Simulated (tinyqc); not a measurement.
What each parameter does: three-level Kane dispersion of a narrow-gap semiconductor.

Zero of energy at Gamma8, c = hbar^2/2m0, P^2 = Ep c. The free-electron term and remote bands are left out, so the heavy holes are flat at E = 0 and the other three bands obey E (E - Eg)(E + Dso) = P^2 k^2 (E + 2 Dso/3). The conduction band is the highest root; its edge is Ec = max(Eg, 0).

Degenerate electrons at T = 0: kF = (3 pi^2 n)^(1/3), 1 cm^-3 = 1e-24 angstrom^-3; EF is the highest root at kF. The momentum (cyclotron, optical) mass is m(E) = hbar^2 k/(dE/dk) = c d(k^2)/dE with d(k^2)/dE = k^2 [1/E + 1/(E - Eg) + 1/(E + Dso) - 1/(E + 2 Dso/3)]; the density of states is k d(k^2)/dE/(2 pi^2).

Edge mass m0* = 3 |Eg|/(2 Ep).
Constants: hbar^2/2m0 = 3.80998211 eV angstrom^2.

Values chosen for the exercise (near those of HgTe; the results hold for these values, not for the real material): Eg = -0.286 eV (E(Gamma6) - E(Gamma8)); Dso = 1.12 eV (spin-orbit splitting); Ep = 19.2 eV (Kane energy); n = 1.4e+17 cm^-3 (electron density).

Edge mass, EF - Ec and m(EF).

One parameter was then changed.

Results before and after:

| case | m0* (m0) | EF - Ec (meV) | m(EF) (m0) |
|---|---|---|---|
| base | 0.02234 | 39.34 | 0.02761 |
| changed | 0.02234 | 39.26 | 0.02771 |

Which of these changes was made? (a) n = 2.8e+17 cm^-3; (b) Dso = 1.288 eV; (c) Eg = -0.3289 eV; (d) Ep = 22.08 eV.

Answer: (b) Dso = 1.288 eV. Of the candidates, run in turn, only this one gives the changed row.

All candidates:

| case | m0* (m0) | EF - Ec (meV) | m(EF) (m0) |
|---|---|---|---|
| base | 0.02234 | 39.34 | 0.02761 |
| n = 2.8e+17 cm^-3 | 0.02234 | 59.31 | 0.03022 |
| Eg = -0.3289 eV | 0.02570 | 35.10 | 0.03031 |
| Dso = 1.288 eV | 0.02234 | 39.26 | 0.02771 |
| Ep = 22.08 eV | 0.01943 | 44.61 | 0.02461 |

Program tinyqc; command `OMP_NUM_THREADS=1 python tinyqc.py 1080455 1080456 out.jsonl`; about 0.01 s on one thread of a shared Intel(R) Xeon(R) Processor @ 2.30GHz.
